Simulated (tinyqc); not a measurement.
Metal-interlayer-semiconductor contact, depinning against tunnelling resistance: one step of the calculation.

Zero bias, n-type semiconductor. Gap states at the semiconductor surface thin out as exp(-be ti), which unpins the barrier; electrons must then cross the interlayer (a rectangular barrier, no voltage drop across it) and the parabolic depleted layer, both by WKB. Energies E are counted from the Fermi level; no image force, parabolic bands.

Question. Pinning, barrier and scales. S = 1/(1 + (1/S0 - 1) exp(-be ti)); phiB = S (phiM - chi) + (1 - S)(Eg - E0); xi = Ec - EF deep inside, from Nd = Nc F(-xi/Vt), F(x) = (2/sqrt(pi)) int_0^infinity sqrt(u) du/(1 + exp(u - x)); band bending U = phiB - xi; E00 = (hbar/2) sqrt(Nd/(eps0 eps_r mt m0)) in volts; A = 4 pi q mA m0 kB^2/h^3.

Values chosen for this exercise; semiconductor values close to those of gallium arsenide; interlayer mass of the order of that in zinc oxide, offset chosen freely: temperature T = 400 K; band gap Eg = 1.4 eV; relative permittivity eps_r = 12.4; electron affinity chi = 4.01 eV; conduction-band density of states at T Nc = 6.77e17 cm^-3; tunnelling mass in the semiconductor mt = 0.0653 m0; Richardson mass mA = 0.069 m0; donor density Nd = 1.1e19 cm^-3; charge-neutrality level above the valence band E0 = 0.48 eV; pinning factor without interlayer S0 = 0.097; metal work function phiM = 4.01 eV; interlayer thickness ti = 0.9 nm; decay constant of gap states through the interlayer be = 2.7 1/nm.

Constants: q = 1.602176634e-19 C, kB = 1.380649e-23 J/K, eps0 = 8.8541878128e-12 F/m, hbar = 1.054571817e-34 J s, h = 6.62607015e-34 J s, m0 = 9.1093837015e-31 kg, Vt = kB T/q. Results are converted to the units shown.

Give: S; phiB; xi; U; E00; A.

Answer.

S = 0.5496
phiB = 0.4144 eV
xi = -0.2636 eV
U = 0.6780 eV
E00 = 0.06843 eV
A = 8.292 A/(cm^2 K^2)

Range of the model: The Fermi level lies over 0.25 eV inside the band, where non-parabolicity lowers it and raises the mass. The depletion charge would drop about 0.19 V across such an interlayer (eps_r near 8.5) at ti = 0.9 nm and Nd = 1.1e19 cm^-3, against a band bending of 0.68 V; this model leaves that drop out.

Program tinyqc, `OMP_NUM_THREADS=1 python tinyqc.py 2270108 2270109 out.jsonl`; Intel Xeon 2.30GHz, shared host, one thread, about 0.04 s.
